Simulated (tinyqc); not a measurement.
Gamma, L and X subbands of a thin body with non-parabolic valleys, step by step. Values are carried at full precision from step to step, so a last printed digit may differ when a step is redone from the rounded ones.

Hard walls, flat band, c = hbar^2/2m0, energies from the bulk Gamma edge. For a valley at angle theta to the normal 1/m_z = cos^2/ml + sin^2/mt and m_d = sqrt(ml mt^2/m_z). Subband n starts at E_v + e with e (1 + a e) = c (n pi/t)^2/m_z, and its density-of-states mass is taken as m_d (1 + 2 a e), without further growth at higher in-plane energy. Groups are named by valley and degeneracy.

Constants: hbar^2/2m0 = 3.80998211 eV angstrom^2; kB = 8.617333262e-05 eV/K.

Inputs chosen for the exercise (near those of a thin GaSb channel; not measured data): face = 111 (surface); mG = 0.0394 m0 (Gamma mass); aG = 1.13 1/eV (Gamma non-parabolicity); EL = 0.072 eV (L edge above Gamma); mL = (1.328, 0.1) m0 (L valleys (four, along <111>): ml, mt); EX = 0.344 eV (X edge above Gamma); mX = (1.517, 0.22) m0 (X valleys (three, along <100>): ml, mt); aS = 0.45 1/eV (non-parabolicity of L and X); t = 66 angstrom (body thickness); Ns = 5.4 x 1e12/cm^2 (sheet density); T = 300 K (temperature); eot = 6 angstrom (equivalent oxide thickness).

## Valley groups

List degeneracy, edge, m_z, m_d and a.

Groups:
```
group,g,E_v (eV),m_z,m_d,a (1/eV)
G1,1,0.000,0.0394,0.0394,1.13
L1,1,0.072,1.3280,0.1000,0.45
L3,3,0.072,0.1115,0.3452,0.45
X3,3,0.344,0.3077,0.4885,0.45
```

## Subband edges

n = 1 to 8 for each group; list the ten lowest.

Subbands:
```
subband,g,E (eV),DOS mass
L1 n=1,1,0.0785,0.1006
L1 n=2,1,0.0977,0.1023
L1 n=3,1,0.1290,0.1051
L3 n=1,3,0.1469,0.3685
L1 n=4,1,0.1715,0.1090
G1 n=1,1,0.1818,0.0556
L1 n=5,1,0.2241,0.1137
L1 n=6,1,0.2855,0.1192
L3 n=2,3,0.3476,0.4308
L1 n=7,1,0.3546,0.1254
```

The lowest subband is L1 n=1, 19 meV below L1 n=2; in the bulk the lowest valley is Gamma.

## Filling and quantum capacitance

n_i = g m/(2 pi c) kB T ln(1 + exp((EF - E_i)/kB T)), sum n_i = Ns (1e12/cm^2 = 1e-4/angstrom^2), c = hbar^2/2m0. Quantum capacitance Cq = 1602.176634 sum g m/(2 pi c) f_i in microfarad/cm^2 with f_i = 1/(1 + exp((E_i - EF)/kB T)); Cox = 34.5313/eot (one gate); C/Cox = Cq/(Cq + Cox), the centroid term left out.

Over the ten listed subbands, named by valley (G, L, X), degeneracy and number.

EF = 0.1073 eV

n_i in the order of the list (1e12/cm^2): 1.520  0.991  0.408  2.338  0.094  0.033  0.013  0.001  0.001  0.000

Cq = 25.26 microfarad/cm^2
Cox = 5.755 microfarad/cm^2
C/Cox = 0.814

EF lies 29 meV above the lowest edge; Gamma holds 1 % of the electrons. The density of states is ample: only 19 % of the gate capacitance is lost.

## Checks

- Cq against the slope dNs/dEF by finite differences, microfarad/cm^2: both 25.26.

Program tinyqc; command `OMP_NUM_THREADS=1 python tinyqc.py 1251559 1251560 out.jsonl`; about 0.03 s on one thread of a shared Intel(R) Xeon(R) Processor @ 2.30GHz.
